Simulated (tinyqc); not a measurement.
Permittivity of the insulator from five potentials.

Problem. A node lies on a semiconductor-insulator interface. Steps: hs = tb/3 down into the semiconductor, ho = tox/2 up into the insulator, hy = L/7 sideways. The flux balance of its box reads eox (hy/ho)(above - node) + eps_r (hy/hs)(below - node) + [(eps_r hs + eox ho)/(2 hy)](left + right - 2 node) - q Na (hs/2) hy/eps0 = 0. Find eox.

Values chosen for this exercise; semiconductor permittivity close to that of silicon: relative permittivity of the semiconductor eps_r = 11.7; body thickness tb = 6 nm; insulator thickness tox = 5 nm; channel length L = 44 nm; acceptor density of the depleted body Na = 2.8e18 cm^-3.

Constants: q = 1.602176634e-19 C, eps0 = 8.8541878128e-14 F/cm where lengths are in cm. Results are converted to the units shown.

psi (V): node 0.061173819, above 0.060217018, below 0.052451369, left 0.018426395, right 0.20627125

Solution. The balance is linear in eox.

eox = 25.0

Computed by the program tinyqc: `OMP_NUM_THREADS=1 python tinyqc.py 2480159 2480160 out.jsonl`, one thread of a shared Intel Xeon 2.30GHz, about 0.1 s for the whole run.
